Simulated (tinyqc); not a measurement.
From results back to parameters: interband optics of a two-band s-p chain from momentum matrix elements. Five cases, with inputs chosen for the exercise.

Problem. At k = 0 the chain has the gap D0 = Es - Ep_ - 2 (ts + tp), w0 = 4 a^2 V^2, and masses 2c/mc = 2 ts a^2 + 2 w0/D0, 2c/mv = 2 tp a^2 + 2 w0/D0 (c = hbar^2/2m0, mv positive for holes). The oscillator strength there is f0 = w0/(c D0). V, ts and tp are hidden.

Constants: hbar^2/2m0 = 3.80998211 eV angstrom^2.

Case 1.

Values chosen: a = 3.66 angstrom (period).
D0 = 3.1800 eV
f0 = 4.60121

mc, mv (m0): 0.153851  0.142304

Case 2.

Values chosen: a = 4.31 angstrom (period).
D0 = 3.3800 eV
f0 = 15.89978

mc, mv (m0): 0.054101  0.052983

Case 3.

Values chosen: a = 4 angstrom (period).
D0 = 4.7000 eV
f0 = 7.51442

mc, mv (m0): 0.101357  0.114518

Case 4.

Values chosen: a = 2.35 angstrom (period).
D0 = 5.4800 eV
f0 = 0.69416

mc, mv (m0): 0.987118  0.611125

Case 5.

Values chosen: a = 3.53 angstrom (period).
D0 = 3.7800 eV
f0 = 5.49460

mc, mv (m0): 0.159247  0.152877

Find: V; ts; tp.

Solution. w0 = f0 c D0 gives V; 1/mc - f0 = ts a^2/c and 1/mv - f0 = tp a^2/c.

Case 1.

V = 1.02 eV
ts = 0.54 eV
tp = 0.69 eV

Case 2.

V = 1.66 eV
ts = 0.53 eV
tp = 0.61 eV

Case 3.

V = 1.45 eV
ts = 0.56 eV
tp = 0.29 eV

Case 4.

V = 0.81 eV
ts = 0.22 eV
tp = 0.65 eV

Case 5.

V = 1.26 eV
ts = 0.24 eV
tp = 0.32 eV

Computed by tinyqc, one run a case: `OMP_NUM_THREADS=1 python tinyqc.py N N+1 out.jsonl` with N = 1651614, 1651619, 1651684, 1651745, 1651783; one thread of a shared Intel(R) Xeon(R) Processor @ 2.30GHz, about 0.01 s a run at most.
